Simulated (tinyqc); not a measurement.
Speciation in dilute and buffered hydrofluoric acid, oxide etch rate and bath loading: one step, computed by the program tinyqc. Command: `OMP_NUM_THREADS=1 python tinyqc.py 3120092 3120093 out.jsonl hfetch walk`. One thread of a shared host (Intel(R) Xeon(R) Processor @ 2.30GHz), about 0.01 s of CPU time with the checks.

Concentrations stand for activities, NH4+ and Cl- are spectators, and water ionisation is neglected. H, F and HF2 denote the ions H+, F- and HF2-. The base temperature is 298 K.

Problem. One trial. Fluoride balance: [HF] + [F] + 2 [HF2] + 2 [H2F2] = HF added + NH4F added. Acid balance: [H] + [HF] + [HF2] + 2 [H2F2] = HF added + HCl added. For a trial [H], [HF] = [H][F]/K1, and the fluoride balance is a quadratic in [F]. Take pH = 3. The residual is the left side of the acid balance less the right.

Inputs (values chosen for the exercise, of the order of those for thermal oxide at room temperature):
```
quantity                value   unit
HF added                 0.46  mol/L
NH4F added                  0  mol/L
HCl added               0.028  mol/L
K1 = [H][F]/[HF]      0.00063  mol/L
K2 = [HF2]/([HF][F])     3.47  L/mol
K3 = [H2F2]/[HF]^2          0  L/mol
```

Give: [F]; [HF]; [HF2]; [H2F2]; residual.

Solution.

[F] = 0.1183 mol/L

[HF] = 0.1877 mol/L

[HF2] = 0.07702 mol/L

[H2F2] = 0 mol/L

residual = -0.2223 mol/L

The residual is negative, so the pH lies below 3.
